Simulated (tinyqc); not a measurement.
Minority-electron transport through the base of a bipolar transistor (Moll-Ross and Kroemer integrals): one step, computed by the program tinyqc. Command: `OMP_NUM_THREADS=1 python tinyqc.py 3011229 3011230 out.jsonl base walk`. One thread of a shared host (Intel(R) Xeon(R) Processor @ 2.30GHz), about 0.01 s of CPU time with the checks.

Low injection, one dimension, x from the emitter edge (0) to the collector edge (W), s = x/W. Recombination is treated as a small correction (valid for tau_B well below tau_n), computed from the stored charge.

Task: Profile and built-in field. N(x) = N_0 (ratio)^(-s^2); n_i(x)^2 = n_i^2 exp(s dE_g/k_B T); D(x) = (k_B T/e) mu, mu = mu_min + (mu_max - mu_min)/(1 + (N/N_ref)^0.7). Field that drives electrons towards the collector, averaged over the base: (k_B T/e) ln[N_0 n_i(W)^2/(N(W) n_i^2)]/W.

Inputs (values chosen for the exercise, modelled on silicon): base doping at the emitter edge N_0 = 7.4e+18 1/cm^3; base width W = 46 nm; mu_min = 180 cm^2/(V s); mu_max = 1370 cm^2/(V s); N_ref = 2.1e+17 1/cm^3; temperature T = 300 K; doping ratio N_0/N(W) = 7.1; gap narrowing across the base dE_g = 100 meV.

Base doping profile: Gaussian. Gap grading: linear. Exit of the base: saturation velocity.

Constants: k_B = 8.617333262e-05 eV/K.

Give: Across the base; drift factor eta (potential drop in k_B T/e); mean built-in field.

Result:

Across the base:
```
s    N (1/cm^3)  n_i(x)^2/n_i^2  D (cm^2/s)  y (s/cm^5)
0.0  7.4000e+18           1.000       7.001  1.0570e+18
0.2  6.8420e+18           2.168       7.123  4.4314e+17
0.4  5.4079e+18           4.699       7.524  1.5298e+17
0.6  3.6541e+18          10.185       8.322  4.3112e+16
0.8  2.1107e+18          22.077       9.755  9.8003e+15
1.0  1.0423e+18          47.855      12.214  1.7832e+15
```

drift factor eta (potential drop in k_B T/e) = 5.8283

mean built-in field = 32.755 kV/cm
